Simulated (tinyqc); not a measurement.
Inside a calculation. Method: plane-wave Kohn-Sham cycle with exchange-only LDA in a layered model solid. Computed by tinyqc, a small Python program that keeps every step. Settings: points = 16, plane-wave index or count = 3, electrons = 2, k points = 2, area = 15.0, mixing = 0.8, iteration cap = 64, Pulay depth = 5. Command: `OMP_NUM_THREADS=1 python tinyqc.py 22783 22784 out.jsonl` (the two numbers bound the seeds that draw the settings). One thread of a shared host (Intel(R) Xeon(R) Processor @ 2.60GHz), about 0.01 s of CPU time with the checks. Later iterations appear only in the table of the cycle.

## Iteration 1: potential

A solid whose potential varies along x alone (atomic units):
```
parameter                      value
period a                    9.600000
cross-section of the cell  15.000000
electrons per cell                 2
grid points                       16
plane waves -n..n, n               3
k points                           2
V1 in V1 cos(2 pi x/a)     -0.400000
```

density at the start, on the grid x_j = j a/N (e/bohr^3): [0.01388889, 0.01388889, 0.01388889, 0.01388889, 0.01388889, 0.01388889, 0.01388889, 0.01388889, 0.01388889, 0.01388889, 0.01388889, 0.01388889, 0.01388889, 0.01388889, 0.01388889, 0.01388889]

V_H(G) = 4 pi rho(G)/G^2 for G != 0 (uniform background); v_x = -(3 rho/pi)^(1/3); V = V_ext + V_H + v_x; Fourier components f(G_m) = (1/N) sum_j f(x_j) exp(-i G_m x_j).

Potentials on the grid (hartree):
```
x             V_ext       V_H        v_x          V
0.000000  -0.400000  0.000000  -0.236708  -0.636708
0.600000  -0.369552  0.000000  -0.236708  -0.606260
1.200000  -0.282843  0.000000  -0.236708  -0.519551
1.800000  -0.153073  0.000000  -0.236708  -0.389781
2.400000          0  0.000000  -0.236708  -0.236708
3.000000   0.153073  0.000000  -0.236708  -0.083635
3.600000   0.282843  0.000000  -0.236708   0.046135
4.200000   0.369552  0.000000  -0.236708   0.132844
4.800000   0.400000  0.000000  -0.236708   0.163292
5.400000   0.369552  0.000000  -0.236708   0.132844
6.000000   0.282843  0.000000  -0.236708   0.046135
6.600000   0.153073  0.000000  -0.236708  -0.083635
7.200000          0  0.000000  -0.236708  -0.236708
7.800000  -0.153073  0.000000  -0.236708  -0.389781
8.400000  -0.282843  0.000000  -0.236708  -0.519551
9.000000  -0.369552  0.000000  -0.236708  -0.606260
```

V(G_m), m = 0, 1, 2, ... (hartree): [-0.236708, -0.200000, 0.000000, 0.000000, 0.000000, 0.000000, 0.000000]

## Iteration 1: Hamiltonian at one k

k = 0.250000 2 pi / a

H(m,m') = (k + G_m)^2/2 delta + V(G_m - G_m'), with V(-G) = V(G).

H (hartree), order -3, -2, -1, +0, +1, +2, +3:
```
[[1.383059, -0.200000, 0.000000, 0.000000, 0.000000, 0.000000, 0.000000],
 [-0.200000, 0.419231, -0.200000, 0.000000, 0.000000, 0.000000, 0.000000],
 [0.000000, -0.200000, -0.116229, -0.200000, 0.000000, 0.000000, 0.000000],
 [0.000000, 0.000000, -0.200000, -0.223322, -0.200000, 0.000000, 0.000000],
 [0.000000, 0.000000, 0.000000, -0.200000, 0.097955, -0.200000, 0.000000],
 [0.000000, 0.000000, 0.000000, 0.000000, -0.200000, 0.847599, -0.200000],
 [0.000000, 0.000000, 0.000000, 0.000000, 0.000000, -0.200000, 2.025612]]
```

## Iteration 1: levels at that k

Diagonalise the Hermitian matrix.

eigenvalues (hartree): [-0.444238, -0.096167, 0.167997, 0.455440, 0.867730, 1.423946, 2.059197]

## Iteration 1: new density

Motion across x is left out: the lowest 1 band(s) hold two electrons at each of the k points (j + 1/2)/nk - 1/2. Residual R = rho(out) - rho(in); rho(new) = rho(in) + 0.8 R. rho(out) = 2/(a A nk) sum |psi|^2 with psi = sum c exp(i G x). Harris energy E = band energy - dV sum rho (V_H/2 + v_x) + (3/4) dV sum rho v_x with rho(in), dV = a A/N, band energy = (2/nk) sum of the filled levels.

rho(out) (e/bohr^3): [0.04560734, 0.03977517, 0.02649150, 0.01366810, 0.00562613, 0.00193701, 0.00059100, 0.00017527, 0.00008652, 0.00017527, 0.00059100, 0.00193701, 0.00562613, 0.01366810, 0.02649150, 0.03977517]

density after iteration 1 (e/bohr^3): [0.03926365, 0.03459792, 0.02397098, 0.01371226, 0.00727868, 0.00432739, 0.00325058, 0.00291800, 0.00284699, 0.00291800, 0.00325058, 0.00432739, 0.00727868, 0.01371226, 0.02397098, 0.03459792]

energy per cell = -0.77012175 hartree

## Iteration 2: potential

As before.

Potentials on the grid (hartree):
```
x             V_ext        V_H        v_x          V
0.000000  -0.400000   0.538742  -0.334699  -0.195957
0.600000  -0.369552   0.483180  -0.320878  -0.207251
1.200000  -0.282843   0.336240  -0.283935  -0.230537
1.800000  -0.153073   0.143482  -0.235700  -0.245292
2.400000          0  -0.050000  -0.190842  -0.240843
3.000000   0.153073  -0.214911  -0.160472  -0.222310
3.600000   0.282843  -0.337260  -0.145874  -0.200291
4.200000   0.369552  -0.411750  -0.140719  -0.182917
4.800000   0.400000  -0.436702  -0.139568  -0.176270
5.400000   0.369552  -0.411750  -0.140719  -0.182917
6.000000   0.282843  -0.337260  -0.145874  -0.200291
6.600000   0.153073  -0.214911  -0.160472  -0.222310
7.200000          0  -0.050000  -0.190842  -0.240843
7.800000  -0.153073   0.143482  -0.235700  -0.245292
8.400000  -0.282843   0.336240  -0.283935  -0.230537
9.000000  -0.369552   0.483180  -0.320878  -0.207251
```

V(G_m), m = 0, 1, 2, ... (hartree): [-0.214444, -0.007813, 0.013685, 0.002933, 0.000484, -0.000047, -0.000003]

## Iteration 2: Hamiltonian at one k

k = 0.250000 2 pi / a

As before.

H (hartree), order -3, -2, -1, +0, +1, +2, +3:
```
[[1.405323, -0.007813, 0.013685, 0.002933, 0.000484, -0.000047, -0.000003],
 [-0.007813, 0.441495, -0.007813, 0.013685, 0.002933, 0.000484, -0.000047],
 [0.013685, -0.007813, -0.093966, -0.007813, 0.013685, 0.002933, 0.000484],
 [0.002933, 0.013685, -0.007813, -0.201058, -0.007813, 0.013685, 0.002933],
 [0.000484, 0.002933, 0.013685, -0.007813, 0.120218, -0.007813, 0.013685],
 [-0.000047, 0.000484, 0.002933, 0.013685, -0.007813, 0.869863, -0.007813],
 [-0.000003, -0.000047, 0.000484, 0.002933, 0.013685, -0.007813, 2.047876]]
```

## Iteration 2: levels at that k

As before.

eigenvalues (hartree): [-0.202228, -0.094610, 0.121109, 0.441859, 0.870076, 1.405518, 2.048029]

## Iteration 2: new density

B (overlaps of the stored error matrices):
```
[[4.0065495e-03, -2.8680725e-03],
 [-2.8680725e-03, 2.0787813e-03]]
```

Motion across x is left out: the lowest 1 band(s) hold two electrons at each of the k points (j + 1/2)/nk - 1/2. Residual R = rho(out) - rho(in); rho(new) = rho(in) + 0.8 R; Pulay mixing then takes sum c_i of the stored mixed densities, with c from B_ij = sum R_i R_j as in DIIS. rho(out) = 2/(a A nk) sum |psi|^2 with psi = sum c exp(i G x). Harris energy E = band energy - dV sum rho (V_H/2 + v_x) + (3/4) dV sum rho v_x with rho(in), dV = a A/N, band energy = (2/nk) sum of the filled levels.

rho(out) (e/bohr^3): [0.01529968, 0.01545881, 0.01571351, 0.01558655, 0.01477798, 0.01344470, 0.01205836, 0.01106549, 0.01071174, 0.01106549, 0.01205836, 0.01344470, 0.01477798, 0.01558655, 0.01571351, 0.01545881]

DIIS coefficients: [0.418463, 0.581537]

density after iteration 2 (e/bohr^3): [0.02811491, 0.02569384, 0.02012936, 0.01458423, 0.01076757, 0.00856903, 0.00734822, 0.00670845, 0.00650590, 0.00670845, 0.00734822, 0.00856903, 0.01076757, 0.01458423, 0.02012936, 0.02569384]

energy per cell = -0.56347609 hartree

## Convergence

Stop when sqrt(dV sum R^2) is below 1e-8, dV = a A/N.

Course of the cycle:
```
iteration  E (hartree)  norm of the residual
1          -0.77012175              1.90e-01
2          -0.56347609              1.37e-01
3          -0.53242042              5.15e-02
4          -0.55653726              8.00e-02
5          -0.62713769              2.02e-01
6          -0.51876943              6.92e-03
7          -0.51860706              2.57e-03
8          -0.51861479              1.39e-02
9          -0.51862211              2.76e-03
10         -0.51861253              1.13e-03
11         -0.51860893              2.82e-05
12         -0.51860893              9.49e-06
13         -0.51860893              1.84e-06
14         -0.51860893              1.23e-09
```

Converged in 14 iterations. Before convergence this energy mixes input and output and is not variational, so it may rise towards its limit.
